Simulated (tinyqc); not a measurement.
Stretching all distances: RHF, UHF, MP2, CISD and CCSD against full CI in the sto-6g basis, for H2, spin multiplicity 1. Computed by the program tinyqc with PySCF. 

Geometry (angstrom):
```
atom       x       y       z
H     0.0000  0.0000  0.0000
H     0.0000  0.0000  0.6740
```

All coordinates are multiplied by the scale. c0^2 is the weight of the RHF determinant in the lowest singlet FCI state (UHF is spin-contaminated and may lie near states of higher spin) and n(LUMO) the first natural occupation beyond the occupied space.

Full CI energy (hartree) and errors against it (kcal/mol):
```
scale  distance 1-2 (angstrom)    E(FCI)     RHF     UHF     MP2   CISD   CCSD  <S^2> UHF   c0^2  n(LUMO)
0.870                    0.586  -1.12039   9.259   9.259   2.994  0.000  0.000      0.000  0.993    0.014
1.030                    0.694  -1.14458  11.700  11.700   4.086  0.000  0.000      0.000  0.989    0.021
1.190                    0.802  -1.14242  14.723  14.723   5.502  0.000  0.000      0.000  0.984    0.032
1.360                    0.917  -1.12565  18.692  18.692   7.438  0.000  0.000      0.000  0.976    0.047
1.520                    1.024  -1.10357  23.258  23.258   9.742  0.000  0.000      0.000  0.966    0.067
1.680                    1.132  -1.07942  28.735  28.735  12.576  0.000  0.000      0.000  0.953    0.094
1.840                    1.240  -1.05554  35.207  32.337  15.980  0.000  0.000      0.268  0.935    0.130
2.010                    1.355  -1.03207  43.217  30.799  20.220  0.000  0.000      0.504  0.911    0.178
2.170                    1.463  -1.01263  51.794  26.859  24.728  0.000  0.000      0.657  0.884    0.233
```

UHF parts from RHF first at scale 1.84 of those listed, where <S^2> leaves zero. The weight c0^2 goes from 0.99 to 0.88 and n(LUMO) from 0.01 to 0.23: static correlation grows as the bonds break into open-shell fragments. The spread of the error along the curve, which distorts its shape, is CISD 0.0, CCSD 0.0, MP2 21.7, UHF 23.1, RHF 42.5 kcal/mol. With two electrons CISD and CCSD are exact.
